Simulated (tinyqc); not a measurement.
## Planar ballistic transistor, top-of-the-barrier model: effect of the valley degeneracy

At the top of the source barrier, states moving towards the drain are filled by the source (Fermi level 0) and states moving back by the drain (Fermi level -q Vd); nothing scatters. U is the shift of the band edge there, set by the capacitances CG, CD and CS (the total) and by the charge. Parabolic two-dimensional band; the source is grounded.

N0 = gv m kB T/(pi hbar^2), CG = eps0 eox/tox, vT = sqrt(2 kB T/(pi m)), CS = CG/aG, n0 = n at U = 0 and Vd = 0. eta1 = -(E0 + U)/Vt, eta2 = eta1 - Vd/Vt, n = (N0/2)[F_0(eta1) + F_0(eta2)], F_0(x) = ln(1 + exp x). U = UL + q (n - n0)/CS with UL = -(aG Vg + aD Vd), energies in eV. I = q (N0/2) vT [F_(1/2)(eta1) - F_(1/2)(eta2)] per width, F_(1/2)(x) = (2/sqrt(pi)) int_0^infinity u^(1/2)/(1 + exp(u - x)) du. CQ = (q/Vt) dn/d(eta1). E0 is held fixed.

Parameters, values chosen for the exercise; mass and valleys close to those of indium arsenide: temperature T = 300 K; effective mass m = 0.0307 m0; relative permittivity of the gate insulator eox = 7.5; insulator thickness tox = 3.7 nm; gate control CG/CS aG = 0.75; drain control CD/CS aD = 0.05; band edge at the barrier top above the source Fermi level at zero bias E0 = 0.29 eV; gate voltage Vg = 0.8 V; drain voltage Vd = 0.8 V.

Constants: q = 1.602176634e-19 C, kB = 1.380649e-23 J/K, hbar = 1.054571817e-34 J s, m0 = 9.1093837015e-31 kg, Vt = kB T/q, eps0 = 8.8541878128e-14 F/cm where lengths are in cm. Results are converted to the units shown.

Result of one run:

| gv | eta1 | n (cm^-2) | I (uA/um) | mean velocity I/(q n) (cm/s) | CQ/CS |
|---|---|---|---|---|---|
| 3 | 5.916 | 2.943e12 | 2745 | 5.820e7 | 1.284 |

What becomes of these results when the valley degeneracy gv is changed from 3 to 1, all else the same?

Result of the changed run:

| gv | eta1 | n (cm^-2) | I (uA/um) | mean velocity I/(q n) (cm/s) | CQ/CS |
|---|---|---|---|---|---|
| 1 | 9.472 | 1.570e12 | 1813 | 7.208e7 | 0.4293 |

The whole series:

| gv | eta1 | n (cm^-2) | I (uA/um) | mean velocity I/(q n) (cm/s) | CQ/CS |
|---|---|---|---|---|---|
| 1 | 9.472 | 1.570e12 | 1813 | 7.208e7 | 0.4293 |
| 2 | 7.284 | 2.415e12 | 2469 | 6.381e7 | 0.8580 |
| 3 | 5.916 | 2.943e12 | 2745 | 5.820e7 | 1.284 |
| 4 | 4.978 | 3.305e12 | 2867 | 5.415e7 | 1.705 |
| 6 | 3.770 | 3.772e12 | 2944 | 4.871e7 | 2.518 |

As gv goes from 1 to 6, n rises from 1.57e12 to 3.77e12 cm^-2, the mean velocity falls from 7.21e7 to 4.87e7 cm/s and the current rises from 1810 to 2940 uA/um. CQ/CS goes from 0.43 to 2.5.

tinyqc, about 0.01 s, one thread, Intel Xeon 2.30GHz (shared host): `OMP_NUM_THREADS=1 python tinyqc.py 2400096 2400097 out.jsonl`
